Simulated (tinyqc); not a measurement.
Effective mass of the light-hole band from tabulated energies: one step. Least squares over all points. Two cases, with inputs chosen for the exercise.

Problem. Fit E = a k^2 (a = sum k^2 E/sum k^4), then E = a k^2 + b k^4 from the normal equations; E in eV; m = c/a.

c = hbar^2/2m0.
Constants: hbar^2/2m0 = 3.80998211 eV angstrom^2.

Case 1.

Energies along [100], from the band edge downward:
```
k (1/angstrom)     E (meV)
0.0000000         0.000000
0.0062000         3.329800
0.0124000        13.125000
0.0186000        28.848600
0.0248000        49.732900
0.0310000        74.910000
0.0372000       103.517600
0.0434000       134.765400
0.0496000       167.964900
```

reference mass (curvature of the model at k = 0.0001 1/angstrom) = 0.0437637 m0

Case 2.

Energies along [111], from the band edge downward:
```
k (1/angstrom)    E (meV)
0.0000000        0.000000
0.0037000        0.668900
0.0074000        2.666300
0.0111000        5.964000
0.0148000       10.515500
0.0185000       16.256800
0.0222000       23.106800
0.0259000       30.968900
0.0296000       39.732000
```

reference mass (curvature of the model at k = 0.0001 1/angstrom) = 0.0778817 m0

Give: sums of k^4, k^6, k^8; sums of k^2 E, k^4 E; a, one term; a and b, two terms; m, one and two terms.

Solution.

Case 1.

sums of k^4, k^6, k^8: 1.2962e-05  2.5388e-08  5.3896e-11

sums of k^2 E, k^4 E: 0.00092501  1.7847e-06

a, one term = 71.365 eV angstrom^2

a and b, two terms: 84.08  -6491

m, one and two terms (m0): 0.05339  0.04531

The parabola over all points errs by +22.0 % because the weights k^4 favour the outer points; the second term brings the error to +3.5 %.

Case 2.

sums of k^4, k^6, k^8: 1.6440e-06  1.1468e-09  8.6704e-13

sums of k^2 E, k^4 E: 7.5731e-05  5.2556e-08

a, one term = 46.065 eV angstrom^2

a and b, two terms: 48.88  -4031

m, one and two terms (m0): 0.08271  0.07795

The parabola over all points errs by +6.2 % because the weights k^4 favour the outer points; the second term brings the error to +0.1 %.

Computed by tinyqc, one run a case: `OMP_NUM_THREADS=1 python tinyqc.py N N+1 out.jsonl` with N = 1881042, 1881114; one thread of a shared Intel(R) Xeon(R) Processor @ 2.30GHz, about 0.01 s a run at most.
